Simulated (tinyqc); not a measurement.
## Gate work function from the charge

Inverse problem. For an undoped double gate, Q = 8 eps0 eps_r Vt beta tan(beta)/ts with 0 < beta < pi/2, and at the source (Vg - dphi)/(2 Vt) - ln[(2/ts) sqrt(2 eps0 eps_r Vt/(q ni))] = ln(beta) - ln(cos beta) + 2 r beta tan(beta), r = eps_r tox/(eox ts). Find beta and dphi.

Parameters, values chosen for the exercise; material values those of a made-up semiconductor:
- T = 300 K (temperature)
- eps_r = 12.7 (relative permittivity of the semiconductor)
- eox = 3.91 (relative permittivity of the gate insulator)
- tox = 1.7 nm (insulator thickness)
- ts = 5 nm (body thickness)
- Vg = 1.15 V (gate voltage)

Constants: q = 1.602176634e-19 C, kB = 1.380649e-23 J/K, Vt = kB T/q, eps0 = 8.8541878128e-14 F/cm where lengths are in cm. Results are converted to the units shown.

Qs = 1917.6982 nC/cm^2
ni = 6.6713389e12 cm^-3

Solution. beta tan(beta) rises from 0 without bound on the interval, so the charge fixes beta; the second relation is then explicit in dphi. At this charge the surface density passes 0.3 Nc, so the classical Boltzmann model is only formal.

beta = 1.272
dphi = 0.2500 V

Computed by the program tinyqc: `OMP_NUM_THREADS=1 python tinyqc.py 2440054 2440055 out.jsonl`, one thread of a shared Intel Xeon 2.30GHz, about 0.01 s for the whole run.
